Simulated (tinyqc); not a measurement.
## Dose and depth of a threshold implant

Question. A sheet of D acceptors per cm^2 lies at depth xi inside the depleted layer of a body doped Na. In the depletion approximation VT = Vfb + f2 + q D/Cox + gamma sqrt(f2 + Vsb - q D xi/(eps0 eps_r)), gamma = sqrt(2 eps0 eps_r q Na)/Cox, Cox = eps0 eox/tox. Find gamma, D and xi.

Inputs (values chosen for the exercise); band and dielectric values close to those of silicon: relative permittivity eps_r = 11.6; acceptor density deep in the body Na = 4e16 cm^-3; relative permittivity of the gate insulator (close to silicon dioxide) eox = 3.9; insulator thickness tox = 7.7 nm; flat-band voltage Vfb = -0.57 V; band bending 2 phiF at threshold f2 = 0.763 V.

Constants: q = 1.602176634e-19 C, eps0 = 8.8541878128e-14 F/cm where lengths are in cm. Results are converted to the units shown.

VT against the source at Vsb = 0 and 1.8 V (V): [0.53272122, 0.74087074]

Answer. With y^2 = f2 - q D xi/(eps0 eps_r) and d the difference of the thresholds over gamma, sqrt(y^2 + Vsb) - y = d gives y = (Vsb - d^2)/(2 d). The first threshold then gives D, and y^2 gives xi.

gamma = 0.2558 V^0.5
D = 4.500e11 cm^-2
xi = 39.00 nm

tinyqc, about 0.4 s, one thread, Intel Xeon 2.30GHz (shared host): `OMP_NUM_THREADS=1 python tinyqc.py 2080120 2080121 out.jsonl`
